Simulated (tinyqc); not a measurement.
Harmonic frequencies on the RHF/sto-3g surface (energies and gradients from PySCF), for BeH2, spin multiplicity 1, step by step. One step of it, computed by the program tinyqc.

Problem. One row of the Hessian: 2Hy. Displace 2Hy by +/-0.005 bohr; H(k, :) = (g(+) - g(-)) / (2 delta).

optimised positions (bohr):
```
             x          y         z
1Be  -0.003717  -0.052917  0.060452
2H   -0.017766   2.385226  0.006992
3H    0.010145  -2.491046  0.113970
```

gradient at +delta (hartree/bohr):
```
               x            y            z
1Be   0.00001024  -0.00119814   0.00002264
2H   -0.00000850   0.00118710  -0.00002419
3H   -0.00000174   0.00001104   0.00000155
```

gradient at -delta (hartree/bohr):
```
               x            y            z
1Be  -0.00000236   0.00120294  -0.00002533
2H    0.00000461  -0.00119596   0.00002573
3H   -0.00000225  -0.00000698  -0.00000040
```

Give: row of the Hessian.

Solution.

row of the Hessian (hartree/bohr^2): 1Bex 0.001259, 1Bey -0.240108, 1Bez 0.004798, 2Hx -0.001311, 2Hy 0.238306, 2Hz -0.004992, 3Hx 0.000051, 3Hy 0.001802, 3Hz 0.000194
